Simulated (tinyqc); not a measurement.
Worked calculation: six-band hole subbands of a thin body in a field. Values are carried at full precision from step to step, so a last printed digit may differ when a step is redone from the rounded ones.

Constants: hbar^2/2m0 = 3.80998211 eV angstrom^2.

Values chosen for the exercise (near those of a p-type Si channel; the results hold for these values, not for the real material): S = (7.72, -2.13, 12.43) 1/TPa (compliances s11, s12, s44); sx = -1.5 GPa (stress along the channel [1-10], negative in compression); b = -2.12 eV (tetragonal potential); d = -4.76 eV (trigonal potential); g1 = 4.3 (Luttinger gamma1); g2 = 0.34 (gamma2); g3 = 1.45 (gamma3); face = 110 (surface); Dso = 0.045 eV (spin-orbit splitting); t = 50 angstrom (body thickness); F = 0.8 MV/cm (field across the body); kmax = 0.08 1/angstrom (end of the path).

## Strain and its block

exx = eyy = (s11 + s12) sx/2, ezz = s12 sx, exy = -s44 sx/4 (1 GPa/TPa = 1e-3). With e0 the traceless part, B_XX = 2b e0xx - b (e0yy + e0zz) and B_XY = sqrt(3) d exy.

strain:
```
           x          y         z
x  -0.004193   0.004661         0
y   0.004661  -0.004193         0
z          0          0  0.003195
```

B (eV):
```
          X         Y         Z
X   0.01566  -0.03843         0
Y  -0.03843   0.01566         0
Z         0         0  -0.03132
```

## Confinement masses without spin-orbit coupling

C(n n^T)/c has C_XX = (g1 + 4 g2) nx^2 + (g1 - 2 g2)(ny^2 + nz^2) and C_XY = 6 g3 nx ny, n the unit normal; its eigenvalues are the inverse masses along n.

C(n n^T)/c:
```
        X       Y       Z
X  4.6400  4.3500       0
Y  4.3500  4.6400       0
Z       0       0  3.6200
```

masses (m0): 3.4483  0.2762  0.1112

The heaviest mass, 3.45, comes from a near cancellation among the gammas, so a few per cent in them move it strongly.

## The matrix for one sine at q = 0

Basis X, Y, Z times spin, hole energies counted downwards from the unstrained edge (the hydrostatic shift is left out), c = hbar^2/2m0. For a symmetric tensor T let C(T) have C_XX = L Txx + M (Tyy + Tzz), C_XY = N Txy (cyclic), L = c (g1 + 4 g2), M = c (g1 - 2 g2), N = 6 c g3. k = q + kz n, n the unit normal, q = k1 u + k2 v with u along the channel [1-10] and v = n x u. H = C(k k^T) + (Dso/3)(1 - L.sigma) - B + e F z with (L_k)_ij = -i epsilon_kij; B is the block C built from the traceless strain with 2b, -b and sqrt(3) d in place of L, M, N. Strain: exx = eyy = (s11 + s12) sx/2, ezz = s12 sx, exy = -s44 sx/4. Hard walls at z = 0 and t; basis sin(j pi z/t), j = 1 to Nz: kz^2 = (j pi/t)^2, kz = -i D with D_jl = 4 j l/(t (j^2 - l^2)), z_jj = t/2 and z_jl = -8 t j l/(pi (j^2 - l^2))^2 for j + l odd; 1 MV/cm = 0.01 eV/angstrom.

Nz = 1, in meV.

H (meV):
```
               X+             Y+      Z+             X-             Y-      Z-
X+         269.13  103.86+15.00i       0              0              0  -15.00
Y+  103.86-15.00i         269.13       0              0              0  15.00i
Z+              0              0  300.77          15.00        -15.00i       0
X-              0              0   15.00         269.13  103.86-15.00i       0
Y-              0              0  15.00i  103.86+15.00i         269.13       0
Z-         -15.00        -15.00i       0              0              0  300.77
```

## Its levels

Diagonalise; the levels come in pairs. Give each pair and its weights on X, Y, Z, summed over spin and averaged over the pair.

levels (meV): 162.78  298.79  377.46

weights:
```
   pair 1  pair 2  pair 3
X   0.495   0.027   0.479
Y   0.495   0.027   0.479
Z   0.010   0.947   0.043
```

## More sines

The four lowest pairs at q = 0.

Hole energies (meV):

| Nz | pair 1 | pair 2 | pair 3 | pair 4 |
|---|---|---|---|---|
| 1 | 162.78 | 298.79 | 377.46 | - |
| 2 | 97.69 | 241.91 | 272.45 | 364.38 |
| 4 | 62.10 | 149.92 | 234.17 | 270.48 |
| 8 | 56.62 | 129.04 | 188.66 | 241.81 |
| 16 | 56.58 | 128.88 | 188.20 | 240.62 |

One sine is 106.21 meV off in the top subband, since the field mixes the sines. The second pair lies 72.3 meV deeper.

## Dispersion of the top subband

Nz = 14; the two lowest levels (spin-split where the field breaks inversion), in meV from their value at q = 0.

Energies (meV):

| \|q\| (1/angstrom) | u a | u b | v a | v b |
|---|---|---|---|---|
| 0.020 | 12.97 | 13.76 | 5.49 | 5.53 |
| 0.040 | 52.43 | 54.22 | 22.00 | 22.09 |
| 0.060 | 117.48 | 120.92 | 49.52 | 49.68 |
| 0.080 | 203.95 | 210.95 | 88.04 | 88.29 |

From the mean of each pair in the first row, c q^2/E gives 0.11 m0 along u and 0.28 m0 along v. The largest distance between a and b in the table is 7.00 meV.

## Checks

- Top level at q = 0 on (001) without field and stress against c (g1 - 2 g2)(pi/t)^2, eV: both 0.05445.
- Hermiticity, and E(q) against E(-q): they agree to 1e-10 or better.

Program tinyqc; command `OMP_NUM_THREADS=1 python tinyqc.py 1281691 1281692 out.jsonl`; about 0.5 s on one thread of a shared Intel(R) Xeon(R) Processor @ 2.30GHz.
